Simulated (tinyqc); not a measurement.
Doping and flat-band voltage from the body effect.

Inverse problem. VT = Vfb + 2 phiF + gamma sqrt(2 phiF + Vsb), phiF = Vt ln(Na/ni), gamma = sqrt(2 q eps0 eps_r Na)/Cox, Cox = eps0 eox/tox. Find Na, gamma and Vfb from two thresholds.

Parameters, values chosen for the exercise; material values close to those of silicon:
```
symbol,value,unit,meaning
T,400,K,temperature
eps_r,11.9,,relative permittivity of the semiconductor
eox,25.8,,relative permittivity of the gate insulator
tox,37,nm,insulator thickness
```

Constants: q = 1.602176634e-19 C, kB = 1.380649e-23 J/K, Vt = kB T/q, eps0 = 8.8541878128e-14 F/cm where lengths are in cm. Results are converted to the units shown.

VT at Vsb = 0 and 1.7 V (V): [-0.036670151, 0.13472694]
ni = 2.7795972e12 cm^-3

Solution. The difference of the thresholds, gamma [sqrt(2 phiF + Vsb) - sqrt(2 phiF)], holds no Vfb and rises with Na, so it has one root; Vfb then follows from the first threshold.

Na = 6.500e16 cm^-3
gamma = 0.2399 V^0.5
Vfb = -0.9300 V

Computed by the program tinyqc: `OMP_NUM_THREADS=1 python tinyqc.py 2360167 2360168 out.jsonl`, one thread of a shared Intel Xeon 2.30GHz, about 0.08 s for the whole run.
